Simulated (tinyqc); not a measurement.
# One-dimensional ballistic tunnel FET, two-band WKB, step by step

tinyqc, about 0.01 s, one thread, Intel Xeon 2.30GHz (shared host): `OMP_NUM_THREADS=1 python tinyqc.py 2620126 2620127 out.jsonl` Printed values are rounded.

A p-type source for x < 0 with its Fermi level at 0 and its valence edge at ds; in the channel the bands fall as D exp(-x/lam) towards their flat values, with the conduction edge at Ec = ds - dP and D = dP + Eg. The gate moves dP one to one. The drain Fermi level lies at -Vd and the drain side reflects nothing. For w = E - Ec between 0 and dP an electron crosses the gap. Two-band dispersion with equal masses m: inside the gap kappa = sqrt(m u (1 - u/Eg)/C), u the distance from a band edge, C = hbar^2/(2 m0).

Values chosen for this exercise; band and dielectric values those of a made-up semiconductor:

| symbol | value | unit | meaning |
|---|---|---|---|
| T | 200 | K | temperature |
| Eg | 1.17 | eV | band gap |
| m | 0.095 | m0 | band-edge mass of the two-band model |
| lam | 4.4 | nm | screening length of the source junction |
| ds | 0.17 | eV | source valence edge above the source Fermi level |
| Vd | 0.1 | V | drain bias |
| g | 1 |  | number of degenerate subbands (spin apart) |
| dP | 0.32 | eV | tunnelling window Ev(source) - Ec(channel) |
| w0 | 0.2 | eV | energy above the channel conduction edge |
| nc | 10 |  | cells of the path |
| nE | 11 |  | points of the energy grid |

Constants: q = 1.602176634e-19 C, kB = 1.380649e-23 J/K, hbar = 1.054571817e-34 J s, h = 6.62607015e-34 J s, m0 = 9.1093837015e-31 kg, Vt = kB T/q, hbar^2/(2 m0) = 0.0380998212 eV nm^2. Results are converted to the units shown.

## The path through the gap by the midpoint rule

At w = w0 the path runs from xa = lam ln(D/(w + Eg)) to xb = lam ln(D/w); u(x) = w + Eg - D exp(-x/lam) is the height above the valence edge. Cut it into nc equal cells: S = 2 (cell width) times the sum of kappa at the centres.

xa = 0.3694477 nm
xb = 8.836142 nm

```
cell    x (nm)    u (eV)  kappa (1/nm)
0     0.792782  0.125669     0.5288592
1     1.639452  0.343481     0.7778309
2     2.486121  0.523167     0.8492267
3     3.332791  0.671400     0.8446451
4     4.179460  0.793685     0.7978242
5     5.026129  0.894565     0.7246406
6     5.872799  0.977787     0.6328790
7     6.719468  1.046442     0.5249295
8     7.566138  1.103078     0.3966372
9     8.412807  1.149801     0.2224740
```

S = 10.66794

## The exponent in closed form

S(w) = 2 lam int_0^Eg kappa(u) du/(w + Eg - u) = 2 pi lam sqrt(m/(C Eg)) [w + Eg/2 - sqrt(w (w + Eg))], T(w) = exp(-S). The common triangular estimate is S = (4/3) lam sqrt(m/C) Eg^1.5/(dP + Eg) for all w.

S(w0) = 10.55588
T(w0) = 2.603987e-5
triangular S = 7.868361

The midpoint value is 1.1 % above the closed form, and the triangular estimate 25 % below it.

## Current on a coarse grid

S(w) = 2 lam int_0^Eg kappa(u) du/(w + Eg - u) = 2 pi lam sqrt(m/(C Eg)) [w + Eg/2 - sqrt(w (w + Eg))], T(w) = exp(-S). I = g (2 q^2/h) int_0^dP T(w) [f(E) - f(E + Vd)] dw, E = ds - dP + w, f(x) = 1/(1 + exp(x/Vt)). Simpson's rule on nE equally spaced points.

```
point     w (eV)          T(w)  difference of the f
0      0.0000000  5.575854e-11           0.05193176
1      0.0320000   4.197544e-8            0.2592388
2      0.0640000   3.550456e-7            0.6858428
3      0.0960000   1.493326e-6            0.8934172
4      0.1280000   4.437955e-6            0.7711424
5      0.1600000   1.065229e-5            0.3571926
6      0.1920000   2.209048e-5           0.08013419
7      0.2240000   4.116742e-5           0.01342951
8      0.2560000   7.070063e-5          0.002121660
9      0.2880000   1.138344e-4          3.319664e-4
10     0.3200000   1.739554e-4          5.186233e-5
```

I = 2.821833e-5 uA

A converged quadrature gives 2.810e-5 uA; this grid is 0.42 % above that.
